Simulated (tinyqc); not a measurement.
A chain with two barriers and dephasing by Buettiker voltage probes: one step of the calculation.

Sites 1 to 4 form a chain with hopping -t. Lead L joins site 1 and lead R site 4, both semi-infinite chains with hopping -t and site energy 0. Every site carries a probe with self-energy -i Gamma_p/2 that draws no net current. Linear response at zero temperature: mu_L = 1, mu_R = 0 in units of the bias.

Question. Current at both leads. In units of (2 q^2/h) times the bias, T_RL + sum_p T_pL (1 - mu_p) leaves L and T_RL + sum_p T_pR mu_p enters R.

T_RL = 0.36202339

```
probe        T_pL        T_pR        mu_p
1      0.04345877  0.02292696  0.61830943
2      0.20689343  0.18793894  0.52993091
3      0.22686892  0.18200361  0.54884730
4      0.02292696  0.03465941  0.44209581
```

Find: current leaving L; current entering R.

Answer.

current leaving L = 0.59101
current entering R = 0.59101

The two are equal: the probes conserve the current.

Computed by the program tinyqc: `OMP_NUM_THREADS=1 python tinyqc.py 2700041 2700042 out.jsonl`, one thread of a shared Intel Xeon 2.30GHz, about 0.01 s for the whole run.
